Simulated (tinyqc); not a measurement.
Inside a calculation. Model: threshold-voltage variability of a planar MOSFET, analytic estimates.

tinyqc, about 0.01 s, one thread, Intel Xeon 2.30GHz (shared host): `OMP_NUM_THREADS=1 python tinyqc.py 2090054 2090055 out.jsonl` Printed values are rounded.

Three independent sources add in quadrature: random dopants in the depleted layer, metal-gate grains of two orientations, and roughness of the two gate edges acting through the roll-off VT = VT(long) - Vr exp(-L/l). These are first-order estimates: no three-dimensional electrostatics, no percolation.

Inputs (values chosen for the exercise); material values close to those of germanium: temperature T = 300 K; band gap Eg = 0.664 eV; relative permittivity of the semiconductor eps_r = 16; conduction-band density of states at T Nc = 1.02e19 cm^-3; valence-band density of states at T Nv = 6.05e18 cm^-3; channel doping Na = 8.8e17 cm^-3; oxide-equivalent thickness in inversion ti = 1.9 nm; gate length L = 90 nm; gate width W = 290 nm; metal grain size G = 4 nm; work-function difference of the two grain orientations dW = 0.2 eV; share of the orientation of higher work function p = 0.4; rms roughness of one gate edge De = 1.1 nm; correlation length of the roughness La = 30 nm; decay length of the threshold roll-off l = 16 nm; prefactor of the roll-off Vr = 1.1 V; subthreshold factor n = 1.13; gm/I of a matched pair gI = 20 1/V; spread of the gain factor of one device sb = 1.6 %; number of cells Nb = 1048576; wanted yield Y = 0.996.

Constants: q = 1.602176634e-19 C, kB = 1.380649e-23 J/K, Vt = kB T/q, eps0 = 8.8541878128e-14 F/cm where lengths are in cm. Results are converted to the units shown.

## Random dopants

ni = sqrt(Nc Nv) exp(-Eg/(2 Vt)), Eg in volts; Cox = 3.9 eps0/ti; Wd = sqrt(4 eps0 eps_r Vt ln(Na/ni)/(q Na)); dopants: s1 = (q/Cox) sqrt(Na Wd/(3 L W)). The slope A1 = s1 sqrt(L W); mean number of dopants Na L W Wd.

Cox = 1.81744 uF/cm^2
Wd = 33.2703 nm
mean number of dopants = 764.152
A1 = 0.870883 mV um
s1 = 5.39063 mV

Counting alone, 1/sqrt(N) of the depletion voltage q Na Wd/Cox = 258 mV, would give sqrt(3) times more: dopants deep in the layer act less on the surface.

## Metal grains and edge roughness

Grains: Ng = L W/G^2 (at least 1), s2 = dW sqrt(p (1 - p)/Ng). Edges, with exponential correlation and u = W/La: the mean gate length has sL^2 = 2 De^2 (2/u)[1 - (1 - exp(-u))/u]; s3 = sL (Vr/l) exp(-L/l).

Ng = 1631.25
s2 = 2.42591 mV
sL = 0.669998 nm
dVT/dL = 0.247951 mV/nm
s3 = 0.166127 mV

## Total spread, mismatch and leakage

s = sqrt(s1^2 + s2^2 + s3^2). For a pair: s(dVT) = sqrt(2) s; current mismatch sqrt(2) sqrt((gI s)^2 + sb^2); input offset = current mismatch/gI. For a Gaussian VT the off current is log-normal with mean/median = exp(s^2/(2 (n Vt)^2)).

s = 5.91367 mV
s(dVT) = 8.36320 mV
current mismatch = 16.8788 %
input offset = 8.43938 mV
mean/median of Ioff = 1.02070

The dopants give 83.1 % of the variance; without them s would be 2.43 mV.

## Iteration 1: margin in standard deviations for the wanted yield

k at the start = 3

Cells fail independently with probability Q(k) = erfc(k/sqrt(2))/2 when the margin is k standard deviations, and Y = exp(-Nb Q(k)). phi = exp(-k^2/2)/sqrt(2 pi). Newton steps on ln Q(k) = ln(-ln(Y)/Nb): k(new) = k + [ln Q - ln(-ln(Y)/Nb)] Q/phi.

Q(k) = 0.00134990
phi = 0.00443185
k after iteration 1 = 6.89104

## Iteration 2: margin in standard deviations for the wanted yield

As before.

Q(k) = 2.76926e-12
phi = 1.94696e-11
k after iteration 2 = 5.86268

## Course of the iteration: margin in standard deviations for the wanted yield

Stop when k changes by less than 1e-9, or after 30 iterations.

Course of the iteration:
```
iteration	k	|change|
1	6.89104	3.89
2	5.86268	1.03
3	5.77672	0.0860
4	5.77611	6.06e-4
5	5.77611	3.01e-8
6	5.77611	0
```

Converged in 6 iterations. At the end the number of correct digits about doubles with each step. With s(dVT) = 8.36 mV, 5.78 standard deviations are 48.3 mV.
